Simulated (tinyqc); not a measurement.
Electron-beam lithography: double-Gaussian proximity function, edge placement and dose correction for parallel lines. Changing the backscatter range beta. Computed by tinyqc, a small Python program. Command: `OMP_NUM_THREADS=1 python tinyqc.py 3111716 3111717 out.jsonl proximity sweep`. One thread of a shared host (Intel(R) Xeon(R) Processor @ 2.30GHz), about 0.01 s of CPU time with the checks.

Lines are infinitely long. Absorbed energy is counted so that the middle of a very large area written at dose 1 receives 1; the resist develops where it exceeds 1/2.

Inputs (values chosen for the exercise, of the order of those for 30 keV electrons in resist on silicon): forward range alpha = 0.017 micrometre; backscatter ratio eta = 0.6.

line widths (micrometre): [5.7, 0.087, 0.051, 0.043]

gaps between the lines (micrometre): [0.62, 0.67, 0.83]

Method:
- The first line starts at x = 0; each next one starts after the width and the gap.
- f(r) = [exp(-r^2/alpha^2)/alpha^2 + eta exp(-r^2/beta^2)/beta^2]/(pi (1 + eta)). A line from a to b at dose d gives E(x) = d [S(alpha) + eta S(beta)]/(1 + eta), S(s) = [erf((b - x)/s) - erf((a - x)/s)]/2.
- M_ij is the mean of E at the two edges of line i from line j at dose 1.
- Uncorrected edge energies are M 1. Solve M d = 1/2 for the doses d that put the mean edge energy of every line at the threshold.

One run for each value:
```
backscatter range beta (micrometre)  largest over smallest dose
0.6                                                       1.536
1.1                                                       1.554
2.0                                                       1.503
3.6                                                       1.345
6.5                                                       1.142
12.0                                                      1.033
21.0                                                      1.007
38.0                                                      1.002
```

Describe the trends.

Over the rows, largest over smallest dose goes from 1.54 through a maximum among these rows, 1.55 at 1.10, to 1.00.

Extremes, crossings and ranges named in words are read from the listed rows.
